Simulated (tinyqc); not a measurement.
Wafer bonding and layer transfer: bond energy, gap closing, particles, bonding of dissimilar wafers and hydrogen blisters. From one set of inputs to another, one input at a time. Computed by tinyqc, a small Python program. Command: `OMP_NUM_THREADS=1 python tinyqc.py 3007264 3007265 out.jsonl bond ladder`. One thread of a shared host (Intel(R) Xeon(R) Processor @ 2.30GHz), about 0.01 s of CPU time with the checks.

gamma is the energy per area of each of the two surfaces; plates are isotropic, and both wafers have E1 and t1.

The inputs printed are set A. Inputs not listed in the table keep their values of set A, so the rows need not describe a real material.

Inputs (values chosen for the exercise, for model wafers):

| quantity | value | unit |
|---|---|---|
| Young's modulus E1 | 161 | GPa |
| Poisson ratio nu | 0.21 | - |
| thickness t1 | 725 | micrometre |
| blade thickness t_b | 50 | micrometre |
| crack length L | 9.95 | mm |
| particle radius h | 1.4 | micrometre |
| radius of a shallow gap R | 0.086 | mm |
| half height of the gap h_g | 4.1 | nm |
| implant depth d | 1.9 | micrometre |
| hydrogen dose | 7.2 | 1e16/cm^2 |
| share of the dose released as H2 | 0.076 | - |
| surface energy of the weakened plane gamma_s | 1.4 | J/m^2 |
| anneal temperature T | 875 | K |

Pair: two equal wafers.

Constants: k_B = 1.380649e-23 J/K.

Method:
- Two cantilevers opened by t_b: gamma = 3 t_b^2 E1 t1^3 E2 t2^3/(16 L^4 (E1 t1^3 + E2 t2^3)).
- E' = E1/(1 - nu^2), equal wafers of thickness t1 assumed. A gap of radius R closes if h_g < h_c: h_c = R^2/sqrt((2/3) E' t1^3/gamma) for R > 2 t1 (plate bending), h_c = 3.6 sqrt(R gamma/E') for R < 2 t1 (local deformation).
- E' = E1/(1 - nu^2), equal wafers assumed. Void radius in the plate regime: R_v = [(2/3) E' t1^3/gamma]^(1/4) h^(1/2). Below h_crit = 5 sqrt(t1 gamma/E') the wafers deform locally and R_v is of the order of h (taken as h).
- A flat crack of radius r under a layer of thickness d, as a clamped plate: centre height w = 3 p r^4/(16 E' d^3), volume pi r^2 w/3, energy release G = 3 p^2 r^4/(32 E' d^3), E' = E1/(1 - nu^2). It grows when G = 2 gamma_s. The gas comes from the area pi r^2: p V = (dose x share/2) pi r^2 k_B T, and G = p w/2 = (3/2) N k_B T with N the H2 molecules per area. Share needed: G = 2 gamma_s. The pressure and height at growth are given for r = 10 d.

Each row keeps all changes above it:

| input moved | from | to | void radius (micrometre) | closable height h_c (nm) | pressure at growth (MPa) |
|---|---|---|---|---|---|
| set A | - | - | 2750 | 98.53 | 16.27 |
| particle radius h (micrometre) | 1.4 | 0.47 | 1593 | 98.53 | 16.27 |
| implant depth d (micrometre) | 1.9 | 0.38 | 1593 | 98.53 | 36.38 |
| hydrogen dose (1e16/cm^2) | 7.2 | 5.1 | 1593 | 98.53 | 36.38 |
| crack length L (mm) | 9.95 | 10.5 | 1681 | 88.48 | 36.38 |
| thickness t1 (micrometre) | 725 | 525 | 1681 | 54.52 | 36.38 |
| anneal temperature T (K) | 875 | 775 | 1681 | 54.52 | 36.38 |
| surface energy of the weakened plane gamma_s (J/m^2) | 1.4 | 0.57 | 1681 | 54.52 | 23.22 |

Void radius goes from 2750 to 1680, a factor 0.611 in all. The largest single move comes from particle radius h (a factor 0.579). Closable height h_c goes from 98.5 to 54.5, a factor 0.553 in all. The largest single move comes from thickness t1 (a factor 0.616). Pressure at growth goes from 16.3 to 23.2, a factor 1.43 in all. The largest single move comes from implant depth d (a factor 2.24), and surface energy of the weakened plane gamma_s works against it (a factor 0.638). The single moves hold for this order of the switches; the total does not depend on the order.

Caution (rows set A, particle radius h, implant depth d, hydrogen dose, crack length L): the crack is short against the thickness, so root rotation and shear add to the beam formula.

Extremes, crossings and ranges named in words are read from the listed rows.
